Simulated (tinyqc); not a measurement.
# Stability and critical current from long pulses

Question. For long pulses a magnetic tunnel junction switches at I = Ic0 [1 - ln(tp/t0)/Delta]. Find Ic0 and Delta.

Inputs (values chosen for the exercise):
```
symbol,value,unit,meaning
t0,1,ns,attempt time
```

switching current for pulses of 0.0001 and 1 s (uA): [50.527517, 43.095034]

Solution. I is linear in ln tp: it equals Ic0 at tp = t0, and the slope is -Ic0/Delta.

Ic0 = 59.82 uA
Delta = 74.13

tinyqc, about 0.01 s, one thread, Intel Xeon 2.30GHz (shared host): `OMP_NUM_THREADS=1 python tinyqc.py 2450124 2450125 out.jsonl`
